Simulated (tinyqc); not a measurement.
Grain growth, pinning, strength and diffusional creep of a polycrystal or thin film: one step, computed by the program tinyqc.

One mean grain size d describes the structure.

Problem. Diffusional creep at T_c. Nabarro-Herring rate = 14 sigma Omega D_l/(k_B T d^2), D_l = D0 exp(-Q_l/(k_B T)); Coble rate = 14 pi sigma Omega delta D_b/(k_B T d^3), delta D_b = delta D0b exp(-Q_b/(k_B T)); they are equal at d_x = pi delta D_b/D_l.

Inputs (values chosen for the exercise, modelled on nickel): atomic volume Omega = 10.94 angstrom^3; anneal temperature T = 670 K; lattice diffusion energy Q_l = 2.77 eV; boundary diffusion energy Q_b = 1.17 eV; lattice prefactor D0 = 6.9e-05 m^2/s; boundary prefactor delta D0b = 1.5e-14 m^3/s; applied stress sigma = 100 MPa; service temperature T_c = 641 K.

grain size d = 110.3494 nm

Constants: k_B = 1.380649e-23 J/K; k_B = 8.617333262e-05 eV/K.

Give: Nabarro-Herring rate; Coble rate; crossover size d_x; time to 1 % strain.

Solution.

Nabarro-Herring rate = 1.6321e-12 1/s

Coble rate = 0.038385 1/s

crossover size d_x = 2.5953e+09 micrometre

time to 1 % strain = 0.26052 s

Boundary diffusion carries the creep, by a factor 2.4e10. Caution: sigma Omega is not small against k_B T, as the linear creep laws assume.
